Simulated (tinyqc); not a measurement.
Domain walls in a thin film with perpendicular anisotropy: Bloch, Neel and chiral walls, motion and stripe domains: one step, computed by the program tinyqc. Command: `OMP_NUM_THREADS=1 python tinyqc.py 3008048 3008049 out.jsonl mwall walk`. One thread of a shared host (Intel(R) Xeon(R) Processor @ 2.30GHz), about 0.01 s of CPU time with the checks.

One-dimensional wall: polar angle theta(x), azimuth phi of the moment in the wall (phi = 0 Neel, 90 degrees Bloch). mu_0 = 1.25663706212e-6 T m/A, gamma = 1.76085963023e11 rad/(s T).

Question. Stripe domains. Dipolar length l = sigma/(mu_0 M_s^2); for t much smaller than the period the domain width is w = 0.955 t exp(pi l/t) (Kaplan and Gehring), given as log10 of w in nm.

Inputs (values chosen for the exercise, for a model film): saturation magnetisation M_s = 842 kA/m; thickness t = 2.8 nm.

wall energy sigma = 5.945344 mJ/m^2

Give: dipolar length l; log10 of the domain width in nm.

Answer.

dipolar length l = 6.673 nm

log10 of the domain width in nm = 3.679

Equilibrium domains are about 4800 nm wide.
